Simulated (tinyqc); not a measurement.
Input admittance of a MOSFET at zero drain bias: distributed channel and distributed gate: two steps of the calculation.

Source and drain grounded, strong inversion, w = 2 pi f, Cox = eps0 eox/tox. The channel is an RC line of resistance 1/(mu Cox Vo) per square fed from both ends, so one finger has the intrinsic admittance y = i w Cox L tanh(g)/g per width, g = (1/2) sqrt(i w tau), tau = L^2/(mu Vo). The vertical resistance rv/L is in series with y, the overlaps 2 i w Cov in parallel: y_t = 1/(1/y + rv/L) + 2 i w Cov. The gate strip is a line of Rsh/L per length loaded by y_t, so a finger has Y = y_t Wf tanh(k)/k, k = (Wf/sd) sqrt(y_t Rsh/L); the device has Nf Y.

Parameters, values chosen for the exercise; values of the order met in silicon radio-frequency transistors: relative permittivity of the gate insulator (close to zirconium oxide) eox = 25.5; insulator thickness tox = 8.4 nm; channel length L = 0.51 um; finger width Wf = 10 um; number of fingers Nf = 1; channel mobility mu = 320 cm^2/(V s); gate overdrive Vo = 0.72 V; sheet resistance of the gate Rsh = 14 ohm/square; vertical resistivity of the gate stack rv = 0 ohm um^2; number of ends at which a finger is contacted sd = 2; overlap and fringe capacitance on each side Cov = 0.39 fF/um; frequency f = 32 GHz.

Constants: eps0 = 8.8541878128e-14 F/cm where lengths are in cm. Results are converted to the units shown.

Question 1. Low-frequency resistances and capacitance. Low-frequency limits, with c = Cox L and ct = c + 2 Cov: R_strip = Rsh Wf/(3 sd^2 L Nf), R_ch = (c/ct)^2 L/(12 mu Cox Vo Wf Nf), R_vert = (c/ct)^2 rv/(L Wf Nf), C = ct Wf Nf.

Find: parts; sum; C; 1/(2 pi R C).

Answer 1.

parts (ohm): strip 22.88, channel 6.144, vertical 0
sum = 29.02 ohm
C = 144.9 fF
1/(2 pi R C) = 37.85 GHz

The strip term is the largest, 78.8 % of the sum.

Question 2. Input impedance of the device. k and Y as defined; Z = 1/(Nf Y) = R + 1/(i w C); Q = |Im Z|/R; signal at the point farthest from a contact |1/cosh k|.

y_t = 495.5203+2800.6248i uS/um

Find: k; Nf Y; R; C; Q; signal at the far point.

Answer 2.

k = 1.0705+0.8977i
Nf Y = 12.882+17.136i mS
R = 28.030 ohm
C = 133.39 fF
Q = 1.3302
signal at the far point = 0.69929

Computed by the program tinyqc: `OMP_NUM_THREADS=1 python tinyqc.py 2262061 2262062 out.jsonl`, one thread of a shared Intel Xeon 2.30GHz, about 0.01 s for the whole run.
